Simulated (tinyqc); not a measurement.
Four-point probe at the centre of a round wafer.

Four collinear probes with spacing s at the centre of a thin disc of diameter d with an insulating edge: Rs = C V/I, C = pi/{ln 2 + ln[((d/s)^2 + 3)/((d/s)^2 - 3)]}; C tends to pi/ln 2 = 4.5324. x = d/s.

Inputs (values chosen for the exercise):
```
symbol   value        unit                     meaning
ns      3.3e14       cm^-2  sheet density of the layer
mu         160  cm^2/(V s)              drift mobility
I           50          uA                     current
```

Constants: q = 1.602176634e-19 C. Results are converted to the units shown.

Four-point probe at the centre of a round wafer:
```
x	C	C over its limit	V for Rs = 1/(q ns mu) (mV)
3	2.266	0.5000	2.608
3.5	2.633	0.5810	2.245
4	2.929	0.6462	2.018
5	3.362	0.7419	1.758
7.5	3.927	0.8665	1.505
10	4.171	0.9203	1.417
15	4.364	0.9630	1.354
20	4.436	0.9788	1.332
40	4.508	0.9946	1.311
100	4.528	0.9991	1.305
```

C rises from 2.266 to 4.528. Using 4.5324 overstates Rs by 100 % in the first row and by under 1 % from d/s = 40 on among the rows.

tinyqc, about 0.01 s, one thread, Intel Xeon 2.30GHz (shared host): `OMP_NUM_THREADS=1 python tinyqc.py 2850169 2850170 out.jsonl`
